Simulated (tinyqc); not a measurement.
# Worked calculation: on-chip interconnect, size-dependent resistivity and RC delay

tinyqc, about 0.01 s, one thread, Intel Xeon 2.30GHz (shared host): `OMP_NUM_THREADS=1 python tinyqc.py 2100017 2100018 out.jsonl` Printed values are rounded.

A rectangular line between two neighbours and two ground planes. Surface and grain-boundary scattering are added to the bulk resistivity as corrections; capacitances are parallel-plate values without fringing; inductance is ignored.

Inputs (values chosen for the exercise); metal values close to those of copper:
```
symbol  value     unit                                             meaning
rho0      1.7  uohm cm                                    bulk resistivity
lam      40.7       nm                                 bulk mean free path
ps          0                         specular share of surface scattering
Rg       0.23                   reflection coefficient of grain boundaries
gr          2                              grain size over the metal width
wd         21       nm                                    drawn line width
AR        1.6                              aspect ratio, height over width
tl        1.1       nm  liner on both walls and the bottom, not conducting
sp         21       nm                     space to the neighbouring lines
hd         34       nm     dielectric height to the planes above and below
ek        2.7                      relative permittivity of the dielectric
Mf          0                              Miller factor of the neighbours
Lw        120       um                                         line length
Rd       4200      ohm                                   driver resistance
Cl       0.27       fF                                    load capacitance
dt        4.2       ps                                           time step
```

Constants: eps0 = 8.8541878128e-12 F/m. Results are converted to the units shown.

Range of the model: The metal width is under the mean free path, where the thick-limit surface term and the simple sum of corrections lose accuracy.

## Resistivity, resistance and capacitance per length

Metal width x = wd - 2 tl, height y = AR wd - tl; grain boundaries (Mayadas-Shatzkes): al = (lam/(gr x)) Rg/(1 - Rg), g = 1/[1 - 3 al/2 + 3 al^2 - 3 al^3 ln(1 + 1/al)] - 1; surfaces (Fuchs-Sondheimer, thick limit): s = (3/8) lam (1 - ps)(1/x + 1/y); rho = rho0 (1 + g + s); r = rho/(x y); c = eps0 ek (2 wd/hd + 2 Mf AR wd/sp).

x = 18.8 nm
y = 32.5 nm
al = 0.3233283
g = 0.4583005
s = 1.281450
rho = 4.657577 uohm cm
r = 76.22875 ohm/um
c = 0.02953132 fF/um

rho is 2.74 times the bulk value; surfaces add more (1.28 against 0.458). The liner takes 13.4 % of the cross-section.

## Ladder and Elmore delays

4 equal pi sections: series Rs = r Lw/4; node capacitances c Lw/4, halved at nodes 0 and 4, with Cl added to node 4; Rd feeds node 0. Elmore delay of node k: the sum, over the resistors on the path to k, of resistance times all capacitance downstream of it.

Rs = 2286.862 ohm

| node | C (fF) | Elmore delay (ps) |
|---|---|---|
| 0 | 0.4429698 | 16.01779 |
| 1 | 0.8859396 | 23.72632 |
| 2 | 0.8859396 | 29.40882 |
| 3 | 0.8859396 | 33.06531 |
| 4 | 0.7129698 | 34.69577 |

The far-end value equals Rd (c Lw + Cl) + r Lw (c Lw/2 + Cl) for any number of pi sections; the line resistance contributes 53.8 % of it.

## Step 1: node voltages after a time step

v at t = 0, node 0 to 4 (V): [0, 0, 0, 0, 0]

A 1 V step is applied behind Rd at t = 0. C dv/dt = -G v + b, with G the conductance matrix of the ladder (1/Rs between neighbours, 1/Rd added at node 0) and b = (1 V/Rd, 0, ...). Backward Euler step: (C/dt + G) v(new) = (C/dt) v + b.

v at t = 1 dt, node 0 to 4 (V): [0.4268776, 0.2177775, 0.1137303, 0.0645450, 0.0464952]

## Step 2: node voltages after a time step

As before.

v at t = 2 dt, node 0 to 4 (V): [0.5663065, 0.3637935, 0.2317166, 0.1565547, 0.1257771]

## Course in time

A 1 V step is applied behind Rd at t = 0. C dv/dt = -G v + b, with G the conductance matrix of the ladder (1/Rs between neighbours, 1/Rd added at node 0) and b = (1 V/Rd, 0, ...). Backward Euler step: (C/dt + G) v(new) = (C/dt) v + b. The last column solves the same ladder exactly by its modes.

Voltages (V):

| t (ps) | node 0 | node 2 | node 4 | node 4, exact |
|---|---|---|---|---|
| 4.200 | 0.4269 | 0.1137 | 0.0465 | 0.0245 |
| 8.400 | 0.5663 | 0.2317 | 0.1258 | 0.1173 |
| 12.60 | 0.6406 | 0.3329 | 0.2165 | 0.2251 |
| 16.80 | 0.6924 | 0.4185 | 0.3060 | 0.3252 |
| 21.00 | 0.7333 | 0.4918 | 0.3888 | 0.4137 |
| 25.20 | 0.7674 | 0.5552 | 0.4632 | 0.4908 |
| 29.40 | 0.7966 | 0.6105 | 0.5291 | 0.5578 |
| 33.60 | 0.8220 | 0.6588 | 0.5872 | 0.6161 |
| 37.80 | 0.8441 | 0.7011 | 0.6382 | 0.6666 |
| 42.00 | 0.8634 | 0.7381 | 0.6829 | 0.7106 |
| 46.20 | 0.8803 | 0.7705 | 0.7222 | 0.7487 |
| 50.40 | 0.8951 | 0.7989 | 0.7565 | 0.7818 |

The far end of the ladder reaches 0.5 V at 25.74 ps, 0.742 of its Elmore delay (ln 2 = 0.693 for a single pole); the slowest mode has a time constant of 29.74 ps. The largest error of the backward Euler steps at that node is 29 mV.
